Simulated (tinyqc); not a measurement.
A spin-degenerate level with charging energy between two leads, rate equations: effect of unequal tunnel rates.

States 0, up, down and 2 with energies 0, e1 - Ez/2, e1 + Ez/2 and 2 e1 + U. mu_L = +V/2, mu_R = -V/2 (meV), f(x) = 1/(1 + exp(x/kB T)). A transition that adds one electron of given spin at the energy E has the rate G f(E - mu) from each lead, and its reverse G [1 - f(E - mu)]. I counts electrons leaving the left lead, times q.

Here e1 = 2.375 meV, Ez = 0 and V = +/- 14.25 mV, so that only the 0-1 transitions lie in the window. Transition energies: 0-up e1 - Ez/2, 0-down e1 + Ez/2, up-2 e1 + U + Ez/2, down-2 e1 + U - Ez/2. dp/dt = W p; W_ji is the rate from state i to j, and each column sums to zero. Steady state: W p = 0 with sum p = 1. I = q GL sum over transitions i-j of [fL p_i - (1 - fL) p_j].

Values chosen for this exercise:

| symbol | value | unit | meaning |
|---|---|---|---|
| U | 9.5 | meV | charging energy of the second electron |
| GL | 0.07 | 1/ns | tunnel rate to the left lead |
| T | 2.5 | K | temperature |

Constants: q = 1.602176634e-19 C, kB = 1.380649e-23 J/K, Vt = kB T/q. Results are converted to the units shown.

Results:

| GR (1/ns) | I at +V (pA) | I at -V (pA) | \|I(+V)/I(-V)\| | (GL + 2 GR)/(2 GL + GR) |
|---|---|---|---|---|
| 0.0047 | 0.72856 | -1.3277 | 0.54872 | 0.54872 |
| 0.01 | 1.4954 | -2.4923 | 0.60000 | 0.60000 |
| 0.023 | 3.1650 | -4.4474 | 0.71166 | 0.71166 |
| 0.05 | 5.9028 | -6.5972 | 0.89474 | 0.89474 |
| 0.11 | 9.8694 | -8.5081 | 1.1600 | 1.1600 |
| 0.24 | 14.167 | -9.7878 | 1.4474 | 1.4474 |
| 1.2 | 20.087 | -10.897 | 1.8433 | 1.8433 |

Estimate the missing row, GR = 0.54 1/ns.

Computed row:

| GR (1/ns) | I at +V (pA) | I at -V (pA) | \|I(+V)/I(-V)\| | (GL + 2 GR)/(2 GL + GR) |
|---|---|---|---|---|
| 0.54 | 17.812 | -10.533 | 1.6912 | 1.6912 |

With this row back in the table: The ratio of the two currents rises from 0.549 to 1.84 and agrees with the last column to better than 0.01 %. An empty dot can be filled with either spin but a filled one empties in one way, so I = 2 q G_in G_out/(2 G_in + G_out): the current is larger when the slower junction is the entrance.

Range of the model: Rate equations need hbar G well below kB T; cotunnelling and the Kondo effect are left out.

tinyqc, about 0.01 s, one thread, Intel Xeon 2.30GHz (shared host): `OMP_NUM_THREADS=1 python tinyqc.py 2780126 2780127 out.jsonl`
